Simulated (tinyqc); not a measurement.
Empirical pseudopotential in a few plane waves, step by step. Computed by tinyqc, a small Python program that keeps every step. Settings: plane-wave index or count = 15. Command: `OMP_NUM_THREADS=1 python tinyqc.py 31583 31584 out.jsonl` (the two numbers bound the seeds that draw the settings). One thread of a shared host (Intel(R) Xeon(R) Processor @ 2.60GHz), about 0.2 s of CPU time with the checks.

## Bloch Hamiltonian at G

Parameters chosen for this model: fcc lattice, atoms at +/- a/8 (1,1,1); form factors in rydberg at |G|^2 in units of (2 pi/a)^2:
```
parameter                 value      unit
a                      5.230000  angstrom
VS(3)                 -0.245000        Ry
VS(8)                  0.029000        Ry
VS(11)                 0.068000        Ry
VA(3)                         0        Ry
VA(4)                         0        Ry
VA(11)                        0        Ry
hbar^2/2m (2 pi/a)^2   5.498944        eV
```

k point G (2 pi / a): [0, 0, 0]

Basis: the 15 shortest G (labels in 2 pi/a), the same at every k. H(G,G') = c |k + G|^2 delta + VS(|G-G'|^2) cos((G-G').tau) + i VA sin((G-G').tau), tau = a/8 (1,1,1); 1 Ry = 13.605693 eV.

H(k) at G (eV):
```
           +0+0+0     -1-1-1     -1-1+1     -1+1-1     -1+1+1     +1-1-1     +1-1+1     +1+1-1
+0+0+0   0.000000   2.357066  -2.357066  -2.357066  -2.357066  -2.357066  -2.357066  -2.357066
-1-1-1   2.357066  16.496831   0.000000   0.000000  -0.394565   0.000000  -0.394565  -0.394565
-1-1+1  -2.357066   0.000000  16.496831   0.394565   0.000000   0.394565   0.000000   0.000000
-1+1-1  -2.357066   0.000000   0.394565  16.496831   0.000000   0.394565   0.000000   0.000000
-1+1+1  -2.357066  -0.394565   0.000000   0.000000  16.496831   0.000000   0.394565   0.394565
+1-1-1  -2.357066   0.000000   0.394565   0.394565   0.000000  16.496831   0.000000   0.000000
+1-1+1  -2.357066  -0.394565   0.000000   0.000000   0.394565   0.000000  16.496831   0.394565
+1+1-1  -2.357066  -0.394565   0.000000   0.000000   0.394565   0.000000   0.394565  16.496831
+1+1+1   2.357066   0.000000  -0.394565  -0.394565   0.000000  -0.394565   0.000000   0.000000
-2+0+0   0.000000  -2.357066  -2.357066  -2.357066   2.357066   0.654206  -0.654206  -0.654206
+0-2+0   0.000000  -2.357066  -2.357066   0.654206  -0.654206  -2.357066   2.357066  -0.654206
+0+0-2   0.000000  -2.357066   0.654206  -2.357066  -0.654206  -2.357066  -0.654206   2.357066
+0+0+2   0.000000  -0.654206   2.357066  -0.654206  -2.357066  -0.654206  -2.357066   0.654206
+0+2+0   0.000000  -0.654206  -0.654206   2.357066  -2.357066  -0.654206   0.654206  -2.357066
+2+0+0   0.000000  -0.654206  -0.654206  -0.654206   0.654206   2.357066  -2.357066  -2.357066

           +1+1+1     -2+0+0     +0-2+0     +0+0-2     +0+0+2     +0+2+0     +2+0+0
+0+0+0   2.357066   0.000000   0.000000   0.000000   0.000000   0.000000   0.000000
-1-1-1   0.000000  -2.357066  -2.357066  -2.357066  -0.654206  -0.654206  -0.654206
-1-1+1  -0.394565  -2.357066  -2.357066   0.654206   2.357066  -0.654206  -0.654206
-1+1-1  -0.394565  -2.357066   0.654206  -2.357066  -0.654206   2.357066  -0.654206
-1+1+1   0.000000   2.357066  -0.654206  -0.654206  -2.357066  -2.357066   0.654206
+1-1-1  -0.394565   0.654206  -2.357066  -2.357066  -0.654206  -0.654206   2.357066
+1-1+1   0.000000  -0.654206   2.357066  -0.654206  -2.357066   0.654206  -2.357066
+1+1-1   0.000000  -0.654206  -0.654206   2.357066   0.654206  -2.357066  -2.357066
+1+1+1  16.496831  -0.654206  -0.654206  -0.654206  -2.357066  -2.357066  -2.357066
-2+0+0  -0.654206  21.995775   0.394565   0.394565  -0.394565  -0.394565   0.000000
+0-2+0  -0.654206   0.394565  21.995775   0.394565  -0.394565   0.000000  -0.394565
+0+0-2  -0.654206   0.394565   0.394565  21.995775   0.000000  -0.394565  -0.394565
+0+0+2  -2.357066  -0.394565  -0.394565   0.000000  21.995775   0.394565   0.394565
+0+2+0  -2.357066  -0.394565   0.000000  -0.394565   0.394565  21.995775   0.394565
+2+0+0  -2.357066   0.000000  -0.394565  -0.394565   0.394565   0.394565  21.995775
```

## Levels at G

Diagonalise the Hermitian matrix.

eigenvalues (eV): [-2.232060, 12.344216, 12.344216, 12.344216, 14.033333, 16.102266, 16.102266, 16.102266, 19.912587, 21.206645, 21.206645, 25.753825, 25.753825, 25.753825, 27.221229]

## Bands along a path

The same steps at evenly spaced points between the labelled ones.

Bands along the path (eV), lowest eight:
```
k            band 1     band 2     band 3     band 4     band 5     band 6     band 7     band 8
L          0.528666   3.948965  11.190706  11.190706  13.532655  17.078714  17.078714  20.770559
L-G 0.33  -0.703862   5.870372  11.322398  11.322398  13.773938  17.109831  17.109831  21.318215
L-G 0.67  -1.833025   9.222151  11.892421  11.892421  14.567200  16.820116  16.820116  17.868194
G         -2.232060  12.344216  12.344216  12.344216  14.033333  16.102266  16.102266  16.102266
G-X 0.33  -1.696885   9.269113  11.139257  11.139257  14.715509  16.563234  18.126562  18.126562
G-X 0.67  -0.116245   5.806004   9.865153   9.865153  13.497604  14.645540  21.758062  21.758062
X          2.423012   2.766982   9.546563   9.546563  13.196534  13.585698  25.949278  25.949278
```

With 4 band(s) filled, the highest filled level on these points lies at G and the lowest empty one at X: a gap of 0.8523 eV, indirect. This holds for the small fixed basis; with all plane waves up to |k + G|^2 = 21 (2 pi/a)^2 the gap along the path is 0.72 eV.

## Convergence with the number of plane waves

Levels at G counted from the fourth one.

Levels (eV):
```
plane waves     level 1   level 5   level 8
9            -18.334326  0.000000  1.578260
15           -14.576276  1.689117  3.758050
27           -13.971411  2.298852  3.612758
51           -14.028435  2.435094  3.741566
59           -14.055525  2.448892  3.584680
65           -14.066217  2.448892  3.555170
89           -14.039344  2.432643  3.579198
```
